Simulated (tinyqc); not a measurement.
Lateral field, substrate current, probability of reaching the oxide barrier and hot-carrier lifetime of a silicon transistor (pseudo-two-dimensional and lucky-electron models): one step, computed by the program tinyqc. Command: `OMP_NUM_THREADS=1 python tinyqc.py 3023479 3023480 out.jsonl hotcar walk`. One thread of a shared host (Intel(R) Xeon(R) Processor @ 2.30GHz), about 0.01 s of CPU time with the checks.

Local-field models: a lucky carrier gains its energy at the peak field over a path free of collisions. Voltages are magnitudes.

Question. Hot-carrier currents and lifetime. C_ox = 3.9 eps_0/t; F_sat = 2 v_s/mu; V_Dsat = V_ov F_sat L/(V_ov + F_sat L), V_ov = V_G - V_T; I_D/W = C_ox v_s (V_ov - V_Dsat). Scale length l = 0.22 t^(1/3) x_j^(1/2) (all in cm); F_m = sqrt(((V_D - V_Dsat)/l_e)^2 + F_sat^2), with l_e = l; length of the velocity-saturated region l_e ln((V_D - V_Dsat)/(l_e F_sat) + F_m/F_sat). Substrate current I_sub/I_D = (A_i/B_i)(V_D - V_Dsat) exp(-B_i/F_m); probability of reaching the oxide barrier exp(-phi_b/(e lambda F_m)); lifetime tau = (H/(I_D/W)) exp(phi_it/(e lambda F_m)).

Inputs (values chosen for the exercise, modelled on a silicon n-channel): channel length L = 1700 nm; oxide thickness t = 34 nm; junction depth x_j = 490 nm; mobility mu = 380 cm^2/(V s); saturation velocity v_s = 0.86 1e7 cm/s; threshold voltage V_T = 0.52 V; gate voltage V_G = 5.3 V; drain voltage V_D = 9.9 V; ionisation prefactor A_i = 2.3e+06 1/cm; ionisation field B_i = 1.7 MV/cm; hot-carrier mean free path lambda = 8.7 nm; oxide barrier phi_b = 3.1 eV; interface-trap threshold phi_it = 3.7 eV; lifetime constant H = 20 s microampere/micrometre.

Drain: abrupt.

Constants: eps_0 = 8.8541878128e-12 F/m.

Give: I_sub/I_D; substrate current I_sub/W; probability of reaching phi_b; lifetime tau; exponent m = phi_it/(e lambda B_i).

Answer.

I_sub/I_D = 0.03479

substrate current I_sub/W = 5.565 microampere/micrometre

probability of reaching phi_b = 7.992e-06

lifetime tau = 1.517e+05 s

exponent m = phi_it/(e lambda B_i) = 2.502

Since both exponentials depend on 1/F_m, tau I_D scales about as (I_sub/I_D)^(-m) with m = 2.50, which lets I_sub serve as the monitor. The lifetime is 4.81e-4 times ten years (3.156e8 s).
